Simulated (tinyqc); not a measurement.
Deformation potentials from a strained empirical pseudopotential: one step. Xu of the Delta valleys and b. Three cases, with inputs chosen for the exercise.

Question. For e = diag(-h/2, -h/2, h): E(Delta z) - E(Delta x) = Xu (ezz - exx), and without spin-orbit coupling E(Z) - E(X, Y) = 3 b (ezz - exx); Z is the single level, X and Y the pair.

Case 1.

Values chosen (out of a larger set: near those of Si; not measured data): h = 0.002 (size of the test strain).

Delta x, Delta z (eV): 0.9354189  0.9597205

valence levels (eV): -0.0195845  0.0097923  0.0097923

Case 2.

Values chosen (out of a larger set: near those of Si; not measured data): h = 0.001 (size of the test strain).

Delta x, Delta z (eV): 1.1359689  1.1479502

valence levels (eV): -0.0099025  0.0049512  0.0049512

Case 3.

Values chosen (out of a larger set: near those of Si; not measured data): h = 0.005 (size of the test strain).

Delta x, Delta z (eV): 1.0974456  1.1576060

valence levels (eV): -0.0494502  0.0247251  0.0247251

Give: Xu; b.

Answer.

Case 1.

Xu = 8.10 eV
b = -3.26 eV

Case 2.

Xu = 7.99 eV
b = -3.30 eV

Case 3.

Xu = 8.02 eV
b = -3.30 eV

Stretching along z raises the valleys on the z axis and lowers the Z valence state. One-sided differences carry an error of order h. A local potential fitted to band energies alone fixes these slopes only roughly; b tends to come out too large and Xu of L too small.

Computed by tinyqc, one run a case: `OMP_NUM_THREADS=1 python tinyqc.py N N+1 out.jsonl` with N = 1850386, 1850392, 1850405; one thread of a shared Intel(R) Xeon(R) Processor @ 2.30GHz, about 0.3 s a run at most.
